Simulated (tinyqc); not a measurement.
Inside a calculation: five-level k.p model folded onto the conduction band. Values are carried at full precision from step to step, so a last printed digit may differ when a step is redone from the rounded ones.

Second-order sums for the lowest conduction level at E: 1/m = 1 + Cm + (Ep/3)(2/E + 1/(E + Dso)) - (Ep2/3)(2/(E7 + D2 - E) + 1/(E7 - E)); g/2 = 1 + Cg - (Ep/3)(1/E - 1/(E + Dso)) - (Ep2/3)(1/(E7 - E) - 1/(E7 + D2 - E)). E is counted from the top of the valence band; E = Eg at the edge.

Constants: hbar^2/2m0 = 3.80998211 eV angstrom^2.

Inputs chosen for the exercise (near those of InP; the results hold for these values, not for the real material):
```
symbol  value  unit        meaning
Eg      1.413  eV          gap at Gamma to the s-like level
Dso     0.108  eV          spin-orbit splitting
Ep      20.8   eV          Kane energy
E7      4.84   eV          upper Gamma7 conduction level, from the valence top
D2      0.08   eV          its spin-orbit splitting, Gamma8 above Gamma7
Ep2     3.7    eV          Kane energy to the upper levels
Cm      -1.5               remote term in 1/m
Cg      -0.02              remote term in g/2
k       0.06   1/angstrom  wave vector along z
```

## Mass and g factor term by term

Evaluate at E = Eg.

Terms:
```
level,part of 1/m,part of g
free + remote,-0.5000,1.9600
Gamma8 valence,9.8136,-9.8136
Gamma7 valence,4.5584,9.1168
Gamma8 upper,-0.7034,0.7034
Gamma7 upper,-0.3599,-0.7198
```

m = 0.0781 m0
g = 1.247

The valence levels give 14.37 to 1/m and the upper levels take 1.06 away. In g the two valence terms nearly cancel when Dso is small against Eg; here Dso/Eg = 0.08 and they leave -0.697, the upper pair -0.016.

## The matrix at one k

For k along z and one spin sector the level c couples to four states. With c0 = hbar^2/2m0, P = sqrt(Ep c0), P2 = sqrt(Ep2 c0): diagonal Eg + (1 + Cm) c0 k^2 for c, and 0, -Dso, E7 + D2, E7 for lh, so, G8 up, G7 up (their own dispersion is left out); couplings of c: sqrt(2/3) P k to lh, sqrt(1/3) P k to so, sqrt(2/3) P2 k to G8 up, sqrt(1/3) P2 k to G7 up (phases chosen real).

Fill in the matrix.

H (eV), lower triangle:
```
,c,lh,so,G8 up,G7 up
c,1.40614
lh,0.43611,0
so,0.30838,0,-0.10800
G8 up,0.18394,0,0,4.92000
G7 up,0.13006,0,0,0,4.84000
```

## Exact folding onto c

Solve E = H_cc + S(E), S(E) = sum_j H_cj^2/(E - H_jj), from E = H_cc, by plain substitution and by Newton steps on E - H_cc - S(E). The weight of c in the state is Z = 1/(1 - dS/dE). The exact level is the third eigenvalue of H from below.

Iterates (eV):
```
step,substitution,Newton
0,1.40614,1.40614
1,1.58965,1.56686
2,1.56644,1.56882
3,1.56910,1.56882
4,1.56879,1.56882
5,1.56883,1.56882
6,1.56882,1.56882
7,1.56882,1.56882
```

exact level = 1.56882 eV
Z = 0.8963

Substitution multiplies the error by about dS/dE = 1 - 1/Z = -0.116 a step, so it alternates; after 7 steps it is off by 4.9e-08 eV, while Newton is within 1e-5 eV from step 2 on.

## Loewdin series

Expanding E = H_cc + S(E) about Eg in powers of k^2, with s_n = sum_j H_cj^2/(Eg - H_jj)^n: order k^2: e2 = (1 + Cm) c0 k^2 + s1; order k^4: e4 = -s2 e2; order k^6: e6 = s3 e2^2 + s2^2 e2.

Give each order and the partial sums, counted from Eg.

s1 (eV), s2 (no unit), s3 (1/eV); (1 + Cm) c0 k^2 is H_cc - Eg: 0.18254  0.14056  0.09324

e2, e4, e6 (eV): 0.17568  -0.02469  0.00635

partial sums (eV): 0.17568  0.15099  0.15734

The exact value is 0.15582 eV; the errors of the partial sums are +19.86, -4.83 and +1.52 meV.

## Checks

- Curvature of the exact level at small k against the sum for 1/m: both 12.809.

Run: tinyqc, `OMP_NUM_THREADS=1 python tinyqc.py 1080324 1080325 out.jsonl`; Intel(R) Xeon(R) Processor @ 2.30GHz, one thread, shared host; about 0.01 s of CPU time with all checks.
